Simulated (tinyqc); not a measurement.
## Capacitance measurement on a leaky thin oxide: effects of series resistance and leakage: readings against frequency

The device is a capacitance C in parallel with a leakage conductance G, in series with Rs and Ls. An impedance meter reports either a parallel pair (Cp, Gp) from Y = 1/Z = Gp + i w Cp or a series pair (Cs, Rm) from Z = Rm + 1/(i w Cs); w = 2 pi f, dissipation D = Gp/(w |Cp|).

EOT = 3.9 tox/eox; CET = EOT + zc + zp; C = 3.9 eps0 A/CET; G = Jg A/Vs. Z = Rs + i w Ls + 1/(G + i w C); CET read from Cp = 3.9 eps0 A/Cp; errors under 0.001 % are printed as 0.

Values chosen for this exercise; values of the order met in thin-oxide MOS capacitors: relative permittivity of the gate insulator (close to silicon dioxide) eox = 3.9; insulator thickness tox = 3.3 nm; gate area A = 400 um^2; oxide-equivalent thickness added by the accumulation layer zc = 0.54 nm; oxide-equivalent thickness added by gate depletion zp = 0.14 nm; gate leakage current density, not matched to the thickness Jg = 0.0012 A/cm^2; voltage for an e-fold rise of the leakage Vs = 0.44 V; series resistance Rs = 550 ohm; series inductance Ls = 12 nH.

Constants: eps0 = 8.8541878128e-14 F/cm where lengths are in cm. Results are converted to the units shown.

The same in every row: C (pF) = 3.470.

Readings against frequency:
```
f (Hz)  Cp (pF)  Cs (pF)         D  error of Cp (%)  error of Cs (%)  CET read from Cp (nm)
1000      3.470    4.339    0.5003         -1.20e-3             25.0                  3.980
3000      3.470    3.567    0.1668         -1.20e-3             2.78                  3.980
10000     3.470    3.479   0.05015         -1.20e-3            0.250                  3.980
30000     3.470    3.471   0.01704         -1.21e-3           0.0278                  3.980
1e5       3.470    3.471  0.006202         -1.34e-3          2.50e-3                  3.980
3e5       3.470    3.470  0.005266         -2.48e-3                0                  3.980
1e6       3.470    3.470   0.01249          -0.0154                0                  3.981
3e6       3.466    3.471   0.03615           -0.129          1.48e-3                  3.985
1e7       3.422    3.471    0.1200            -1.40           0.0164                  4.037
3e7       3.076    3.476    0.3603            -11.4            0.148                  4.490
```

D goes from 0.500 through a minimum of 0.00527 (at f = 3e5 Hz among the rows listed) to 0.360; without inductance its minimum lies at f = sqrt(G (1 + G Rs)/Rs)/(2 pi C) = 2.04e5 Hz. The error of Cp goes from -0.00120 to -11.4 % and that of Cs from 25.0 to 0.148 %; at low frequency Cp tends to C/(1 + G Rs)^2 and Cs grows as 1 + (G/(w C))^2. One of the two readings is within 2 % of C for f = 1000, 3000, 10000, 30000, 1e5, 3e5, 1e6, 3e6, 1e7, 3e7 Hz.

Numbers from tinyqc (`OMP_NUM_THREADS=1 python tinyqc.py 2022170 2022171 out.jsonl`; about 0.01 s on one thread of a shared Intel Xeon 2.30GHz).
